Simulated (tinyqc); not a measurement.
What each parameter does: ellipsoidal valleys in the axes of a wafer and a channel.

Valleys with axes a along x, y and z, two valleys each; inverse mass tensor w = 1/mt + (1/ml - 1/mt) a a. Device axes: z = nz/|nz|, x = nx/|nx|, y = z cross x; in them a = (ax, ay, az). Confinement mass mz = 1/w_zz. In the plane w_ij is replaced by u_ij = w_ij - w_iz w_jz/w_zz (i, j = x, y); density-of-states mass md = 1/sqrt(det u); conductivity mass along x mc = 1/u_xx; ballistic transport mass mx = u_yy/det u, width mass my = 1/u_yy.

Hard walls: E_n = c (n pi/t)^2/mz, c = hbar^2/2m0, n = 1, 2, 3. Non-degenerate share of a valley proportional to md sum_n exp(-E_n/kT); mean 1/mc = sum of share/mc. 1 nm = 10 angstrom.

Constants: hbar^2/2m0 = 3.80998211 eV angstrom^2; kB = 8.617333262e-05 eV/K.

Values chosen for the exercise (near those of the Delta valleys of Si; shifted at random, so the results belong to these values and not to a real crystal): ml = 0.892 m0 (longitudinal mass); mt = 0.19 m0 (transverse mass); nz = (1, 1, 0) (surface normal (confinement)); nx = (1, -1, 0) (channel direction); t = 3.2 nm (thickness of the film); T = 300 K (temperature).

Lowest E1, its share and the mean conductivity mass.

Results for these values:
```
case  lowest E1 (meV)   share  mean mc (m0)
base           117.22  0.9672        0.5101
```

What happens to each result for mt = 0.171 m0, all else kept?

Answer: lowest E1 rises from 117.22 to 127.96; share rises from 0.9672 to 0.9779; mean mc falls from 0.5101 to 0.5079.

The same for each parameter in turn:
```
case           lowest E1 (meV)   share  mean mc (m0)
base                    117.22  0.9672        0.5101
ml = 0.981 m0           115.35  0.9692        0.5502
mt = 0.171 m0           127.96  0.9779        0.5079
t = 3.52 nm              96.88  0.9466        0.4924
T = 270 K               117.22  0.9761        0.5182
```

Computed by tinyqc, a small Python program: `OMP_NUM_THREADS=1 python tinyqc.py 1850254 1850255 out.jsonl` (the numbers bound the seed that draws the inputs); one thread of a shared host (Intel(R) Xeon(R) Processor @ 2.30GHz), about 0.01 s for the whole set of steps.
